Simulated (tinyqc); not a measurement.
Bias dependence of the times: oxide trap near a transistor channel: two-state multiphonon kinetics, telegraph noise and bias instability. Computed by tinyqc, a small Python program. Command: `OMP_NUM_THREADS=1 python tinyqc.py 3021766 3021767 out.jsonl oxidetrap walk`. One thread of a shared host (Intel(R) Xeon(R) Processor @ 2.30GHz), about 0.01 s of CPU time with the checks.

An n-channel device under positive gate bias. The trap is empty (state 1) or holds an electron (state 2); both states are parabolas of equal curvature, and the electron reservoir is taken at the Fermi level of the channel.

Inputs (values chosen for the exercise, with an insulator like SiO2 on silicon):

| quantity | value | unit |
|---|---|---|
| trap depth x from the interface | 0.43 | nm |
| tunnel barrier phi_b | 2.95 | eV |
| tunnelling mass m_ox | 0.38 | m_0 |
| trap level above E_F at zero field E_t | 0.091 | eV |
| relaxation energy E_R | 2 | eV |
| oxide field F | 3.8 | MV/cm |
| attempt rate k_0 at the interface | 3e+11 | 1/s |
| temperature T | 200 | K |

Parts treated: one trap.

Constants: hbar^2/(2 m_0) = 3.80998212 eV angstrom^2; k_B = 8.617333262e-05 eV/K.

Method. kappa = sqrt(2 m_ox phi_b)/hbar = sqrt(m_ox phi_b/(hbar^2/2m_0)); attenuation length lambda = 1/(2 kappa); factor exp(-x/lambda) for a rectangular barrier. E_21 = E_t - e F x is the energy of state 2 over state 1; barriers E_c = (E_R + E_21)^2/(4 E_R), E_e = E_c - E_21; tau_c = exp(E_c/k_B T)/(k_0 P), tau_e = exp(E_e/k_B T)/(k_0 P), P the tunnelling factor; occupation f_2 = tau_e/(tau_c + tau_e); 1/tau_0 = 1/tau_c + 1/tau_e.

tunnelling factor = 0.00942045

Against field:

| F (MV/cm) | E_21 (eV) | tau_c (s) | tau_e (s) | f_2 |
|---|---|---|---|---|
| 0.00 | 0.09100 | 2.0936e+04 | 1.0661e+02 | 0.00507 |
| 1.14 | 0.04198 | 4.8165e+03 | 4.2158e+02 | 0.08048 |
| 2.28 | -0.00704 | 1.1474e+03 | 1.7263e+03 | 0.60072 |
| 3.04 | -0.03972 | 4.4954e+02 | 4.5048e+03 | 0.90926 |
| 3.80 | -0.07240 | 1.7888e+02 | 1.1939e+04 | 0.98524 |
| 4.56 | -0.10508 | 7.2291e+01 | 3.2135e+04 | 0.99776 |
| 5.70 | -0.15410 | 1.9120e+01 | 1.4609e+05 | 0.99987 |

What follows from these numbers?

ln(tau_c/tau_e) falls by e x/k_B T = 2.495 per MV/cm, which measures the depth x if the change of surface potential with bias is left aside. Over these rows tau_c shortens by 3.04 decades and tau_e lengthens by 3.14; the two share the shift almost equally, as the first and last E_21 average to little against E_R. The times cross at F = E_t/(e x) = 2.12 MV/cm.

Extremes, crossings and ranges named in words are read from the listed rows.
